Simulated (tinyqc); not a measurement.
Floating body of a partially depleted SOI transistor: body voltage and kink: one step of the calculation.

Source at 0 V. Channel current Ic = 2 nf K Vt^2 [F(0) - F(Vd)](1 + la Vd), F(V) = ln^2(1 + exp((Vg - VT - nf V)/(2 nf Vt))), VT = VT0 - gb Vb. Saturation voltage Vs = 2 Vt sqrt(F(0)) + 3 Vt, excess Ve = (Vd - Vs + sqrt((Vd - Vs)^2 + 0.0004 V^2))/2, multiplication M1 = Ai Ve exp(-Bl/Ve). Each junction passes D(v) = J1 (exp(v/Vt) - 1) + J2 (exp(v/(2 Vt)) - 1). Bipolar current Ib = bb J1 (exp(Vb/Vt) - 1). The body settles where M1 (Ic + Ib) = D(Vb) + D(Vb - Vd) + Vb/Rb; drain current Id = (1 + M1)(Ic + Ib) - D(Vb - Vd).

Question. Drain current with floating and with grounded body. Id and VT at the converged Vb, Id at Vb = 0, their ratio, and the bipolar share Ib/(Ic + Ib).

Parameters, values chosen for the exercise; values of the order met in partially depleted silicon-on-insulator transistors: temperature T = 398 K; threshold at zero body voltage VT0 = 0.34 V; fall of the threshold per volt of body voltage gb = 0.35; slope factor nf = 1.38; gain factor per width K = 120 uA/(V^2 um); channel-length modulation factor la = 0.06 1/V; impact-ionisation prefactor Ai = 3.29 1/V; impact-ionisation voltage Bl = 4.9 V; diffusion saturation current of each junction J1 = 7.5e-10 uA/um; recombination saturation current of each junction J2 = 9.5e-8 uA/um; gain of the lateral bipolar transistor on the diffusion current bb = 1; resistance of a weak body tie to the source (1e9 stands for no tie, and the term is then dropped) Rb = 1e9 kohm um; gate voltage Vg = 0.4 V; drain voltage Vd = 1.6 V.

Constants: q = 1.602176634e-19 C, kB = 1.380649e-23 J/K, Vt = kB T/q. Results are converted to the units shown.

converged Vb = 0.69238886 V

Find: VT; Id, floating; Id, grounded; ratio; bipolar share.

Answer.

VT = 0.09766 V
Id, floating = 5.347 uA/um
Id, grounded = 0.5513 uA/um
ratio = 9.698
bipolar share = 8.953 %

The body rises to 0.692 V and lowers the threshold by 242 mV.

Range of the model: The multiplication law is an empirical form chosen for the exercise; self-heating and capacitive coupling to the body are left out, and the linear laws are rough once Vb passes about 0.7 V or M1 about 0.1.

tinyqc, about 0.2 s, one thread, Intel Xeon 2.30GHz (shared host): `OMP_NUM_THREADS=1 python tinyqc.py 2182226 2182227 out.jsonl`
